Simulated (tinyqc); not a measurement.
Limits against temperature: thermal and gravitational stress in a wafer during furnace and rapid thermal processing, and the onset of slip. Computed by tinyqc, a small Python program. Command: `OMP_NUM_THREADS=1 python tinyqc.py 3017323 3017324 out.jsonl slip walk`. One thread of a shared host (Intel(R) Xeon(R) Processor @ 2.30GHz), about 0.01 s of CPU time with the checks.

A thin free disc in plane stress, isotropic; T(r) = T_centre + dT (r/R)^n. Stress is positive in tension; sigma_SB = 5.670374419e-8 W/(m^2 K^4), g = 9.80665 m/s^2.

Inputs (values chosen for the exercise, modelled on silicon):
```
quantity                              value        unit
wafer radius R                          150          mm
thickness t                             775  micrometre
Young's modulus E                       154         GPa
expansion alpha                        4.28      1e-6/K
prefactor A of the critical stress  0.00021         MPa
energy U of the critical stress        1.05          eV
density rho                            2330      kg/m^3
heat capacity c                         945    J/(kg K)
conductivity k                         24.3     W/(m K)
wafer spacing s                          15          mm
```

Constants: k_B = 8.617333262e-05 eV/K.

Method. Critical resolved stress tau_c = A exp(U/(k_B T)), a form chosen for the exercise; slip when 0.492799 |s_tt(R)| > tau_c; allowed |dT| = tau_c (n + 2)/(0.492799 n alpha E). In a stack heated from the rim, heat flows inward by conduction and by radiation between wafers: k_eff = k + (16/3) sigma_SB T^3 s^2/t (a diffusion estimate with the spacing as path length). A steady ramp gives the parabolic lag dT = rho c (ramp) R^2/(4 k_eff); the allowed ramp uses n = 2.

For the parabolic profile:
```
T (K)  tau_c (MPa)  allowed |dT| (K)  k_eff (W/(m K))  allowed ramp (K/min)
1050        23.014            141.71           125.94                86.456
1125        10.617             65.37           149.31                47.287
1200         5.395             33.22           176.02                28.328
1275         2.969             18.28           206.28                18.269
1350         1.746             10.75           240.32                12.516
1425         1.086              6.69           278.36                 9.015
1500         0.708              4.36           320.62                 6.772
```

What follows from these numbers?

From 1050 to 1500 K the allowed difference falls 33 times and the allowed ramp 13 times; radiation, which grows as T^3, gives back a factor 2.55. Ramps must slow as the wafer gets hotter.
